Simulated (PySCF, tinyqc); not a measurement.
RKS/exchange-only LDA in the sto-3g basis, for H6, spin multiplicity 1, step by step. The lowest restricted solution is unstable here: a spin-polarised one lies 0.0002 hartree lower (PySCF). Computed by tinyqc, a small Python program that keeps every step (integrals from PySCF). Settings: charge = 0, multiplicity = 1, basis = sto-3g, energy threshold = 1e-08, iteration cap = 52, orthogonalisation = canonical, start = random, DIIS depth = 6, DIIS from iteration = 3, damping = 0.2, method = RKS, functional = Slater exchange alone, grid = [10, 50]. Command: `OMP_NUM_THREADS=1 python tinyqc.py 23851 23852 out.jsonl` (the two numbers bound the seeds that draw the settings). One thread of a shared host (Intel(R) Xeon(R) Processor @ 2.60GHz), about 0.5 s of CPU time with the checks. Later iterations appear only in the table of the cycle.

## One-electron integrals

Geometry (angstrom):
```
atom       x       y       z
H     0.0000  0.0000  0.0000
H     0.0000  0.0000  1.2770
H     0.0000  0.0000  2.4710
H     0.0000  0.0000  3.7480
H     0.0000  0.0000  4.9420
H     0.0000  0.0000  6.2190
```

Basis sto-3g: exponents (1/bohr^2) and contraction coefficients of normalised primitives:
```
element  l (shell)  exponent  coefficient
H            s (1)    3.4253       0.1543
H            s (1)    0.6239       0.5353
H            s (1)    0.1689       0.4446
```

Overlap, kinetic and nuclear-attraction integrals over the contracted functions; the nuclear repulsion is the sum of Za Zb / Rab.

nuclear repulsion = 3.712198 hartree

overlap S, lower triangle:
```
        1H 1s   2H 1s   3H 1s   4H 1s   5H 1s   6H 1s
1H 1s  1.0000
2H 1s  0.3497  1.0000
3H 1s  0.0523  0.3901  1.0000
4H 1s  0.0033  0.0523  0.3497  1.0000
5H 1s  0.0001  0.0041  0.0523  0.3901  1.0000
6H 1s  0.0000  0.0001  0.0033  0.0523  0.3497  1.0000
```

kinetic energy T (hartree), lower triangle:
```
         1H 1s    2H 1s    3H 1s    4H 1s   5H 1s   6H 1s
1H 1s   0.7600
2H 1s   0.0376   0.7600
3H 1s  -0.0108   0.0542   0.7600
4H 1s  -0.0020  -0.0108   0.0376   0.7600
5H 1s  -0.0001  -0.0023  -0.0108   0.0542  0.7600
6H 1s   0.0000  -0.0001  -0.0020  -0.0108  0.0376  0.7600
```

nuclear attraction V (hartree), lower triangle:
```
         1H 1s    2H 1s    3H 1s    4H 1s    5H 1s    6H 1s
1H 1s  -2.1843
2H 1s  -0.7344  -2.5392
3H 1s  -0.1082  -0.9116  -2.6431
4H 1s  -0.0068  -0.1145  -0.8214  -2.6431
5H 1s  -0.0003  -0.0085  -0.1145  -0.9116  -2.5392
6H 1s   0.0000  -0.0003  -0.0068  -0.1082  -0.7344  -2.1843
```

core Hamiltonian H = T + V (hartree), lower triangle:
```
         1H 1s    2H 1s    3H 1s    4H 1s    5H 1s    6H 1s
1H 1s  -1.4242
2H 1s  -0.6968  -1.7792
3H 1s  -0.1191  -0.8574  -1.8831
4H 1s  -0.0088  -0.1253  -0.7837  -1.8831
5H 1s  -0.0004  -0.0108  -0.1253  -0.8574  -1.7792
6H 1s   0.0000  -0.0004  -0.0088  -0.1191  -0.6968  -1.4242
```

## Two-electron integrals

Functions are numbered as in S; the eight-fold symmetry (ij|kl) = (ji|kl) = (kl|ij) leaves the list below.

Two-electron integrals (ij|kl) in chemists' order, unique and non-zero (hartree):
```
(11|11) 0.7746     (21|11) 0.2002     (21|21) 0.0731     (22|11) 0.3974
(22|21) 0.2002     (22|22) 0.7746     (31|11) 0.0217     (31|21) 0.0090
(31|22) 0.0294     (31|31) 0.0013     (32|11) 0.1113     (32|21) 0.0557
(32|22) 0.2290     (32|31) 0.0100     (32|32) 0.0928     (33|11) 0.2140
(33|21) 0.1022     (33|22) 0.4195     (33|31) 0.0217     (33|32) 0.2290
(33|33) 0.7746     (41|11) 0.0010     (41|21) 4.47e-04   (41|22) 0.0017
(41|31) 7.60e-05   (41|32) 0.0007     (41|33) 0.0017     (41|41) 4.98e-06
(42|11) 0.0114     (42|21) 0.0054     (42|22) 0.0217     (42|31) 0.0010
(42|32) 0.0100     (42|33) 0.0294     (42|41) 7.60e-05   (42|42) 0.0013
(43|11) 0.0600     (43|21) 0.0269     (43|22) 0.1022     (43|31) 0.0054
(43|32) 0.0557     (43|33) 0.2002     (43|41) 4.47e-04   (43|42) 0.0090
(43|43) 0.0731     (44|11) 0.1412     (44|21) 0.0600     (44|22) 0.2140
(44|31) 0.0114     (44|32) 0.1113     (44|33) 0.3974     (44|41) 0.0010
(44|42) 0.0217     (44|43) 0.2002     (44|44) 0.7746     (51|11) 2.78e-05
(51|21) 1.30e-05   (51|22) 5.03e-05   (51|31) 2.48e-06   (51|32) 2.39e-05
(51|33) 7.07e-05   (51|41) 1.83e-07   (51|42) 3.14e-06   (51|43) 2.10e-05
(51|44) 4.84e-05   (51|51) 7.58e-09   (52|11) 0.0007     (52|21) 3.17e-04
(52|22) 0.0012     (52|31) 6.20e-05   (52|32) 0.0006     (52|33) 0.0020
(52|41) 4.89e-06   (52|42) 9.37e-05   (52|43) 0.0007     (52|44) 0.0020
(52|51) 2.22e-07   (52|52) 7.45e-06   (53|11) 0.0076     (53|21) 0.0033
(53|22) 0.0118     (53|31) 0.0006     (53|32) 0.0062     (53|33) 0.0217
(53|41) 5.15e-05   (53|42) 0.0011     (53|43) 0.0090     (53|44) 0.0294
(53|51) 2.48e-06   (53|52) 9.37e-05   (53|53) 0.0013     (54|11) 0.0477
(54|21) 0.0197     (54|22) 0.0678     (54|31) 0.0036     (54|32) 0.0333
(54|33) 0.1113     (54|41) 2.89e-04   (54|42) 0.0062     (54|43) 0.0557
(54|44) 0.2290     (54|51) 1.42e-05   (54|52) 0.0006     (54|53) 0.0100
(54|54) 0.0928     (55|11) 0.1071     (55|21) 0.0432     (55|22) 0.1444
(55|31) 0.0076     (55|32) 0.0678     (55|33) 0.2140     (55|41) 0.0006
(55|42) 0.0118     (55|43) 0.1022     (55|44) 0.4195     (55|51) 2.78e-05
(55|52) 0.0012     (55|53) 0.0217     (55|54) 0.2290     (55|55) 0.7746
(61|11) 2.91e-07   (61|21) 1.29e-07   (61|22) 4.85e-07   (61|31) 2.54e-08
(61|32) 2.51e-07   (61|33) 8.45e-07   (61|42) 3.95e-08   (61|43) 3.08e-07
(61|44) 8.45e-07   (61|53) 3.95e-08   (61|54) 2.51e-07   (61|55) 4.85e-07
(62|11) 1.82e-05   (62|21) 7.77e-06   (62|22) 2.78e-05   (62|31) 1.47e-06
(62|32) 1.42e-05   (62|33) 4.84e-05   (62|41) 1.20e-07   (62|42) 2.48e-06
(62|43) 2.10e-05   (62|44) 7.07e-05   (62|51) 5.77e-09   (62|52) 2.22e-07
(62|53) 3.14e-06   (62|54) 2.39e-05   (62|55) 5.03e-05   (62|62) 7.58e-09
(63|11) 4.09e-04   (63|21) 1.69e-04   (63|22) 0.0006     (63|31) 3.09e-05
(63|32) 2.89e-04   (63|33) 0.0010     (63|41) 2.47e-06   (63|42) 5.15e-05
(63|43) 4.47e-04   (63|44) 0.0017     (63|51) 1.20e-07   (63|52) 4.89e-06
(63|53) 7.60e-05   (63|54) 0.0007     (63|55) 0.0017     (63|62) 1.83e-07
(63|63) 4.98e-06   (64|11) 0.0056     (64|21) 0.0023     (64|22) 0.0076
(64|31) 3.99e-04   (64|32) 0.0036     (64|33) 0.0114     (64|41) 3.09e-05
(64|42) 0.0006     (64|43) 0.0054     (64|44) 0.0217     (64|51) 1.47e-06
(64|52) 6.20e-05   (64|53) 0.0010     (64|54) 0.0100     (64|55) 0.0294
(64|61) 2.54e-08   (64|62) 2.48e-06   (64|63) 7.60e-05   (64|64) 0.0013
(65|11) 0.0332     (65|21) 0.0132     (65|22) 0.0432     (65|31) 0.0023
(65|32) 0.0197     (65|33) 0.0600     (65|41) 1.69e-04   (65|42) 0.0033
(65|43) 0.0269     (65|44) 0.1022     (65|51) 7.77e-06   (65|52) 3.17e-04
(65|53) 0.0054     (65|54) 0.0557     (65|55) 0.2002     (65|61) 1.29e-07
(65|62) 1.30e-05   (65|63) 4.47e-04   (65|64) 0.0090     (65|65) 0.0731
(66|11) 0.0851     (66|21) 0.0332     (66|22) 0.1071     (66|31) 0.0056
(66|32) 0.0477     (66|33) 0.1412     (66|41) 4.09e-04   (66|42) 0.0076
(66|43) 0.0600     (66|44) 0.2140     (66|51) 1.82e-05   (66|52) 0.0007
(66|53) 0.0114     (66|54) 0.1113     (66|55) 0.3974     (66|61) 2.91e-07
(66|62) 2.78e-05   (66|63) 0.0010     (66|64) 0.0217     (66|65) 0.2002
(66|66) 0.7746
```

## Orthogonalisation

S = U s U^T; canonical form X = U s^(-1/2), so that X^T S X = 1. Each column of U has its largest component positive (the first on a tie).

eigenvalues of S: 0.4014  0.5393  0.7973  1.0751  1.4475  1.7393

X:
```
             1        2        3        4        5       6
1H 1s   0.3192  -0.5109   0.5908   0.5302   0.3534  0.1810
2H 1s  -0.6640   0.7307  -0.2800   0.1761   0.4242  0.3206
3H 1s   0.8383  -0.3638  -0.4468  -0.3910   0.2014  0.3898
4H 1s  -0.8383  -0.3638   0.4468  -0.3910  -0.2014  0.3898
5H 1s   0.6640   0.7307   0.2800   0.1761  -0.4242  0.3206
6H 1s  -0.3192  -0.5109  -0.5908   0.5302  -0.3534  0.1810
```

## Starting guess

The start is random orthonormal orbitals; D = 2 C_occ C_occ^T.

D at the start, lower triangle:
```
         1H 1s    2H 1s    3H 1s    4H 1s    5H 1s   6H 1s
1H 1s   1.4629
2H 1s   0.2021   1.0732
3H 1s   0.0395  -1.1190   1.2113
4H 1s  -0.0654   0.0464  -0.0839   1.1009
5H 1s  -0.6412   0.8187  -0.9953   0.1657   1.0758
6H 1s  -0.1408  -0.1890   0.2003  -1.0563  -0.1710  1.0548
```

## Iteration 1: exchange-correlation on the grid

Becke grid with 10 radial and 50 angular points per atom, points of zero weight dropped. rho = sum D_ij phi_i phi_j; V_xc,ij = sum w v_xc phi_i phi_j; v_xc is d(rho eps)/d rho.

The 8 grid points with the largest w rho, of 2970 (bohr, atomic units):
```
x              y       z       w     rho   eps_xc     v_xc
0.0000   -0.7484  0.7484  0.1655  0.0764  -0.3134  -0.4178
0.0000    0.7484  0.7484  0.1655  0.0764  -0.3134  -0.4178
0.7484    0.0000  0.7484  0.1655  0.0764  -0.3134  -0.4178
-0.7484   0.0000  0.7484  0.1655  0.0764  -0.3134  -0.4178
-0.7484   0.7484  0.0000  0.1807  0.0667  -0.2996  -0.3994
0.7484    0.7484  0.0000  0.1807  0.0667  -0.2996  -0.3994
0.7484   -0.7484  0.0000  0.1807  0.0667  -0.2996  -0.3994
-0.7484  -0.7484  0.0000  0.1807  0.0667  -0.2996  -0.3994
```

electrons on the grid, sum of w rho = 5.9973

E_xc = sum of w rho eps_xc = -1.765043 hartree

V_xc (hartree), lower triangle:
```
         1H 1s    2H 1s    3H 1s    4H 1s    5H 1s    6H 1s
1H 1s  -0.4150
2H 1s  -0.1185  -0.3427
3H 1s  -0.0140  -0.1037  -0.3426
4H 1s  -0.0008  -0.0133  -0.1106  -0.3872
5H 1s   0.0000  -0.0010  -0.0154  -0.1328  -0.3818
6H 1s   0.0000   0.0000  -0.0009  -0.0154  -0.1109  -0.3623
```

## Iteration 1: building the Kohn-Sham matrix

J_ij = sum D_kl (ij|kl); F = H + J + V_xc; E = tr D H + tr D J / 2 + E_xc + E_nn.

Coulomb J (hartree), lower triangle:
```
        1H 1s   2H 1s   3H 1s   4H 1s   5H 1s   6H 1s
1H 1s  1.9825
2H 1s  0.6719  1.9505
3H 1s  0.0950  0.7241  1.9706
4H 1s  0.0058  0.0962  0.6898  2.1323
5H 1s  0.0002  0.0074  0.1006  0.7898  2.0402
6H 1s  0.0000  0.0002  0.0061  0.0960  0.6281  1.6898
```

Kohn-Sham matrix F (hartree), lower triangle:
```
         1H 1s    2H 1s    3H 1s    4H 1s    5H 1s    6H 1s
1H 1s   0.1432
2H 1s  -0.1435  -0.1715
3H 1s  -0.0380  -0.2370  -0.2551
4H 1s  -0.0037  -0.0425  -0.2045  -0.1379
5H 1s  -0.0002  -0.0044  -0.0401  -0.2004  -0.1208
6H 1s   0.0000  -0.0002  -0.0035  -0.0384  -0.1796  -0.0967
```

total energy of this density = -1.675817 hartree

This density is the starting one.

## Iteration 1: diagonalisation and new density

Diagonalise F' = X^T F X, C = X C', fill 3 alpha and 3 beta electrons from the bottom; D = 2 C_occ C_occ^T; the new density keeps 0.2 of the old one (damping). Each column has its largest component positive (the first on a tie).

F' = X^T F X (hartree), lower triangle:
```
         1        2       3        4        5        6
1   0.3857
2   0.0113   0.2321
3   0.0592  -0.0531  0.0517
4   0.0593  -0.0804  0.0538  -0.0730
5   0.0161  -0.0480  0.0830   0.0661  -0.2118
6  -0.0133  -0.0162  0.0648   0.0626  -0.0025  -0.3306
```

orbital energies (hartree): MO1 -0.3587, MO2 -0.2408, MO3 -0.0968, MO4 0.0559, MO5 0.2845, MO6 0.4101

coefficients C:
```
          MO1      MO2      MO3      MO4      MO5      MO6
1H 1s  0.0380  -0.0634   0.2118  -0.4112   0.7465  -0.6116
2H 1s  0.3607  -0.3354   0.5482  -0.3763  -0.4380   0.7002
3H 1s  0.6095  -0.2137  -0.2306   0.6548  -0.0249  -0.6931
4H 1s  0.3039   0.3064  -0.5024  -0.3333   0.5378   0.7356
5H 1s  0.1500   0.5351   0.1195  -0.3950  -0.7119  -0.6172
6H 1s  0.0594   0.4047   0.5811   0.5902   0.4467   0.3129
```

D after iteration 1, lower triangle:
```
         1H 1s    2H 1s    3H 1s    4H 1s   5H 1s   6H 1s
1H 1s   0.3731
2H 1s   0.2822   1.0836
3H 1s  -0.0116   0.0403   0.9948
4H 1s  -0.1960  -0.4205   0.3603   0.9221
5H 1s  -0.1329   0.0679  -0.2797   0.2723  0.7322
6H 1s   0.1313   0.2890  -0.2547  -0.4511  0.4376  1.0189
```

## Iteration 2: exchange-correlation on the grid

As before.

The 8 grid points with the largest w rho, of 2970 (bohr, atomic units):
```
x              y        z       w     rho   eps_xc     v_xc
-0.7484   0.0000  11.0038  0.1655  0.0630  -0.2938  -0.3917
0.0000   -0.7484  11.0038  0.1655  0.0630  -0.2938  -0.3917
0.0000    0.7484  11.0038  0.1655  0.0630  -0.2938  -0.3917
0.7484    0.0000  11.0038  0.1655  0.0630  -0.2938  -0.3917
0.7484    0.0000   5.4179  0.1674  0.0604  -0.2897  -0.3863
0.0000   -0.7484   5.4179  0.1674  0.0604  -0.2897  -0.3863
-0.7484   0.0000   5.4179  0.1674  0.0604  -0.2897  -0.3863
0.0000    0.7484   5.4179  0.1674  0.0604  -0.2897  -0.3863
```

electrons on the grid, sum of w rho = 5.9941

E_xc = sum of w rho eps_xc = -1.676662 hartree

V_xc (hartree), lower triangle:
```
         1H 1s    2H 1s    3H 1s    4H 1s    5H 1s    6H 1s
1H 1s  -0.2889
2H 1s  -0.1060  -0.3933
3H 1s  -0.0153  -0.1348  -0.3915
4H 1s  -0.0009  -0.0161  -0.1189  -0.3897
5H 1s   0.0000  -0.0011  -0.0159  -0.1319  -0.3745
6H 1s   0.0000   0.0000  -0.0009  -0.0158  -0.1165  -0.3789
```

## Iteration 2: building the Kohn-Sham matrix

As before.

Coulomb J (hartree), lower triangle:
```
        1H 1s   2H 1s   3H 1s   4H 1s   5H 1s   6H 1s
1H 1s  1.4282
2H 1s  0.5926  2.0639
3H 1s  0.0954  0.8169  2.2571
4H 1s  0.0063  0.1076  0.7610  2.2653
5H 1s  0.0003  0.0082  0.1082  0.8270  2.1219
6H 1s  0.0000  0.0003  0.0065  0.1017  0.6721  1.8345
```

Kohn-Sham matrix F (hartree), lower triangle:
```
         1H 1s    2H 1s    3H 1s    4H 1s    5H 1s   6H 1s
1H 1s  -0.2849
2H 1s  -0.2102  -0.1087
3H 1s  -0.0390  -0.1752  -0.0176
4H 1s  -0.0033  -0.0338  -0.1416  -0.0075
5H 1s  -0.0002  -0.0038  -0.0331  -0.1622  -0.0318
6H 1s   0.0000  -0.0002  -0.0032  -0.0332  -0.1412  0.0313
```

total energy of this density = -2.467407 hartree

This density is a damped mixture and is not idempotent.

## Iteration 2: diagonalisation and new density

As before.

F' = X^T F X (hartree), lower triangle:
```
         1        2        3        4        5        6
1   0.5118
2   0.0447   0.2623
3  -0.0400   0.0724   0.0357
4  -0.0279   0.0420  -0.0918  -0.1004
5   0.0036   0.0328  -0.0446  -0.0820  -0.2060
6  -0.0053  -0.0036  -0.0324  -0.0444  -0.0487  -0.2234
```

orbital energies (hartree): MO1 -0.3312, MO2 -0.1779, MO3 -0.0838, MO4 0.0702, MO5 0.2809, MO6 0.5218

coefficients C:
```
          MO1      MO2      MO3      MO4      MO5      MO6
1H 1s  0.7851  -0.2576  -0.4446  -0.3512  -0.3299  -0.1954
2H 1s  0.3586   0.1136   0.3987   0.5316   0.7116   0.5267
3H 1s  0.1104   0.3185   0.4974   0.0468  -0.6027  -0.8085
4H 1s  0.0340   0.4429   0.0381  -0.5902  -0.1438   0.9013
5H 1s  0.0131   0.4588  -0.4063  -0.0275   0.6692  -0.7366
6H 1s  0.0032   0.2278  -0.3722   0.6692  -0.6049   0.3828
```

D after iteration 2, lower triangle:
```
         1H 1s    2H 1s    3H 1s   4H 1s   5H 1s   6H 1s
1H 1s   1.4833
2H 1s   0.1764   0.6975
3H 1s  -0.3488   0.4466   0.7767
4H 1s  -0.2061   0.0403   0.3341  0.5024
5H 1s   0.0898  -0.1546  -0.1432  0.3555  0.7477
6H 1s   0.2011  -0.1364  -0.2305  0.0487  0.4968  0.5085
```

## Iteration 17 (converged): orbitals

converged F (hartree), lower triangle:
```
         1H 1s    2H 1s    3H 1s    4H 1s    5H 1s    6H 1s
1H 1s  -0.0775
2H 1s  -0.1729  -0.1154
3H 1s  -0.0377  -0.1984  -0.1187
4H 1s  -0.0035  -0.0379  -0.1774  -0.1187
5H 1s  -0.0002  -0.0041  -0.0379  -0.1984  -0.1154
6H 1s   0.0000  -0.0002  -0.0035  -0.0377  -0.1729  -0.0775
```

Diagonalise F' = X^T F X, C = X C', fill 3 alpha and 3 beta electrons from the bottom; D = 2 C_occ C_occ^T. Each column has its largest component positive (the first on a tie).

F' = X^T F X (hartree), lower triangle:
```
        1        2       3        4        5        6
1  0.4357
2  0.0000   0.2327
3  0.0078   0.0000  0.0220
4  0.0000  -0.0112  0.0000  -0.1069
5  0.0034   0.0000  0.0128   0.0000  -0.2228
6  0.0000  -0.0045  0.0000   0.0077   0.0000  -0.2895
```

orbital energies (hartree): MO1 -0.2899, MO2 -0.2235, MO3 -0.1070, MO4 0.0225, MO5 0.2331, MO6 0.4358

coefficients C:
```
          MO1      MO2      MO3      MO4      MO5      MO6
1H 1s  0.1549  -0.3209   0.5198  -0.6020  -0.5298  -0.3324
2H 1s  0.3187  -0.4411   0.2135   0.2448   0.7215   0.6669
3H 1s  0.4028  -0.2205  -0.3867   0.4519  -0.3541  -0.8308
4H 1s  0.4028   0.2205  -0.3867  -0.4519  -0.3541   0.8308
5H 1s  0.3187   0.4411   0.2135  -0.2448   0.7215  -0.6669
6H 1s  0.1549   0.3209   0.5198   0.6020  -0.5298   0.3324
```

D after iteration 17, lower triangle:
```
         1H 1s    2H 1s    3H 1s    4H 1s   5H 1s   6H 1s
1H 1s   0.7943
2H 1s   0.6038   0.6835
3H 1s  -0.1356   0.2862   0.7208
4H 1s  -0.4187  -0.1029   0.5263   0.7208
5H 1s   0.0376  -0.0950  -0.1029   0.2862  0.6835
6H 1s   0.3825   0.0376  -0.4187  -0.1356  0.6038  0.7943
```

## Convergence

Stop when the energy changes by less than 1e-08 hartree and every element of the error matrix X^T (F D S - S D F) X is below 3e-05.

Course of the cycle:
```
iteration  E (hartree)     change  largest element of the error matrix
1            -1.675817          -                             4.01e-01
2            -2.467407  -7.92e-01                             1.68e-01
3            -2.581232  -1.14e-01                             2.55e-01
4            -2.438089   1.43e-01                             2.59e-01
5            -2.767025  -3.29e-01                             1.49e-01
6            -2.808698  -4.17e-02                             1.23e-01
7            -2.820410  -1.17e-02                             8.34e-02
8            -2.822770  -2.36e-03                             8.18e-02
9            -2.827054  -4.28e-03                             4.83e-02
10           -2.829262  -2.21e-03                             2.85e-03
11           -2.829396  -1.34e-04                             1.06e-03
12           -2.829421  -2.51e-05                             4.45e-04
13           -2.829426  -5.05e-06                             8.33e-05
14           -2.829427  -9.84e-07                             1.65e-05
15           -2.829427  -1.96e-07                             3.33e-06
16           -2.829427  -3.91e-08                             6.66e-07
17           -2.829427  -7.82e-09                             1.33e-07
```

PySCF RKS in the same basis, fine grid = -2.831237 hartree

Converged in 17 iterations. The coarse grid moves the energy by +1.81e-03 hartree.

## Populations, bond orders and dipole

Mulliken: Z minus the diagonal of D S on the atom; Loewdin: the same with S^(1/2) D S^(1/2); Mayer order: 2 sum_s sum (D(s) S)_ij (D(s) S)_ji over the two atoms.

Charges (e):
```
atom   Mulliken  Loewdin
1H       0.0030  -0.0016
2H    -4.86e-04   0.0038
3H      -0.0026  -0.0022
4H      -0.0026  -0.0022
5H    -4.86e-04   0.0038
6H       0.0030  -0.0016
```

Mayer bond orders:
```
pair      order
2-1      0.6919
3-1   -6.79e-06
3-2      0.2973
4-1      0.1687
4-2    1.06e-06
4-3      0.5340
5-1    1.79e-07
5-2      0.0108
5-3    1.06e-06
5-4      0.2973
6-1      0.1394
6-2    1.77e-07
6-3      0.1687
6-4   -6.79e-06
6-5      0.6919
```

dipole moment about the origin, x y z (debye): 0.0000  0.0000  0.0000
